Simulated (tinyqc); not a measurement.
From one set of inputs to another, one input at a time: concentration-dependent dopant diffusion with charged defects and the built-in field. Computed by tinyqc, a small Python program. Command: `OMP_NUM_THREADS=1 python tinyqc.py 3015675 3015676 out.jsonl extrinsic ladder`. One thread of a shared host (Intel(R) Xeon(R) Processor @ 2.30GHz), about 0.7 s of CPU time with the checks.

A constant source C_s feeds a half space. The dopant moves through neutral point defects and through charged ones, whose number grows with the majority carrier density n.

The inputs printed are set A. Set A is modelled on boron in silicon; the values taken over come from a set modelled on antimony in silicon. Inputs not listed in the table keep their values of set A, so the rows need not describe a real material.

Inputs (values chosen for the exercise, modelled on boron in silicon):

| quantity | value | unit |
|---|---|---|
| neutral prefactor D0x | 0.0529 | cm^2/s |
| neutral activation energy E0 | 3.48 | eV |
| singly charged prefactor D01 | 0.874 | cm^2/s |
| activation energy E1 | 3.52 | eV |
| surface concentration C_s | 8.2e+19 | 1/cm^3 |
| junction level C_B | 4.7e+15 | 1/cm^3 |
| temperature T | 1150 | C |
| time t | 1200 | s |

Field enhancement: on.

Constants: k_B = 8.617333262e-05 eV/K.

Method:
- n_i = 3.87e16 T^1.5 exp(-7014/T) per cm^3 (T in kelvin, an empirical form); each D = prefactor x exp(-E/(k_B T)); the intrinsic diffusivity D_i is their sum.
- Temperatures in kelvin are T(C) + 273.15.
- n = C/2 + sqrt(C^2/4 + n_i^2); D(C) = h [Dx + D1 (n/n_i)], h = 1 + C/sqrt(C^2 + 4 n_i^2).
- With y = x/sqrt(D_s t), u = C/C_s and q = -(D/D_s) du/dy: du/dy = -q D_s/D, dq/dy = -(y/2) q D_s/D, u(0) = 1. The surface flux q(0) is shot so that u tends to 0 (LSODA, an adaptive multistep solver, relative tolerance 1e-10). Dose Q = 2 q(0) C_s sqrt(D_s t).
- The junction lies where C = C_B.

Each row keeps all changes above it:

| input moved | from | to | junction depth x_j (nm) | dose Q (1/cm^2) | enhancement D_s/D_i |
|---|---|---|---|---|---|
| set A | - | - | 1457.4 | 4.6486e+15 | 10.222 |
| neutral prefactor D0x (cm^2/s) and neutral activation energy E0 (eV) | 0.0529, 3.48 | 0.236, 3.65 | 1461.9 | 4.6544e+15 | 10.149 |
| surface concentration C_s (1/cm^3) | 8.2e+19 | 1.9e+20 | 1882.4 | 1.6188e+16 | 23.280 |
| singly charged prefactor D01 (cm^2/s) and activation energy E1 (eV) | 0.874, 3.52 | 17.1, 4.08 | 916.2 | 7.4654e+15 | 17.937 |
| junction level C_B (1/cm^3) | 4.7e+15 | 3e+15 | 926.4 | 7.4654e+15 | 17.937 |
| temperature T (C) | 1150 | 1025 | 232.0 | 2.0291e+15 | 29.132 |
| time t (s) | 1200 | 4200 | 434.1 | 3.7961e+15 | 29.132 |

Junction depth x_j goes from 1460 to 434, a factor 0.298 in all. The largest single move comes from temperature T (a factor 0.250), and time t works against it (a factor 1.87). Dose Q goes from 4.65e15 to 3.80e15, a factor 0.817 in all. The largest single move comes from temperature T (a factor 0.272), and surface concentration C_s works against it (a factor 3.48). Enhancement D_s/D_i goes from 10.2 to 29.1, a factor 2.85 in all. The largest single move comes from surface concentration C_s (a factor 2.29), and singly charged prefactor D01 with activation energy E1 works against it (a factor 0.770). The single moves hold for this order of the switches; the total does not depend on the order.

Caution (all rows): at such concentrations dopants can cluster or exceed their solubility; the active fraction and the diffusivity then fall below the model.

Extremes, crossings and ranges named in words are read from the listed rows.
